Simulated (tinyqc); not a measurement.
## Doping and flat-band voltage from two insulator thicknesses

Inverse problem. A junctionless wire is fully depleted at VT = Vfb - q Nd R^2/(4 eps0 eps_r) - q Nd R^2 ln(1 + tox/R)/(2 eps0 eox). Find Nd and Vfb.

Parameters, values chosen for the exercise; material values close to those of gallium arsenide:
```
symbol,value,unit,meaning
eps_r,12.7,,relative permittivity of the semiconductor
eox,22,,relative permittivity of the gate insulator
R,10,nm,wire radius
```

Constants: q = 1.602176634e-19 C, eps0 = 8.8541878128e-14 F/cm where lengths are in cm. Results are converted to the units shown.

VT at tox = 12 and 26 nm (V): -0.14287152  -0.52768306

Answer. The difference of the thresholds is proportional to Nd and holds no Vfb.

Nd = 1.90e19 cm^-3
Vfb = 1.15 V

Program tinyqc, `OMP_NUM_THREADS=1 python tinyqc.py 2460015 2460016 out.jsonl`; Intel Xeon 2.30GHz, shared host, one thread, about 0.01 s.
